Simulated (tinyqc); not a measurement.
Longitudinal sound in a periodic multilayer: transfer matrices, stop bands and folded phonons: one step, computed by the program tinyqc. Command: `OMP_NUM_THREADS=1 python tinyqc.py 3019009 3019010 out.jsonl multilayer walk`. One thread of a shared host (Intel(R) Xeon(R) Processor @ 2.30GHz), about 0.01 s of CPU time with the checks.

Layers 1 and 2 repeat with period d = d_1 + d_2; waves travel normal to the layers, without loss. State vector (u, s): displacement u and stress divided by omega. Impedances Z = rho v are in 1e6 kg/(m^2 s).

Problem. Transmission through N periods. A layer maps (u, s) by [[cos p, sin p/Z], [-Z sin p, cos p]], p = 2 pi f d_i/v_i; one period is M = M_2 M_1, and cos(q d) = trace(M)/2. For N periods A = M^N. A wave comes from a thick layer of material 1 and leaves into the substrate (Z_s): transmitted power T = 4 Z_1 Z_s/|Z_1 A_22 + Z_s A_11 - i (Z_1 Z_s A_12 - A_21)|^2, reflected power R = 1 - T.

Inputs (values chosen for the exercise, modelled on silica (layer 1), tungsten (layer 2) and silicon (substrate)):
```
quantity,value,unit
velocity v_1,6010,m/s
thickness d_1,21.8,nm
velocity v_2,5290,m/s
thickness d_2,8.77,nm
periods N,2,-
frequency f,153,GHz
```

M:
```
,1,2
1,0.06624540,-0.008682261
2,95.43957,2.586877
```

Z_2 = 101.568

Z_1 = 13.4023

Z of the substrate = 20.145

Give: A = M^N; transmitted power T; T in decibel.

Solution.

A = M^N:
```
,1,2
1,-0.8242,-0.02304
2,253.2,5.863
```

transmitted power T = 0.01518

T in decibel = -18.19 dB
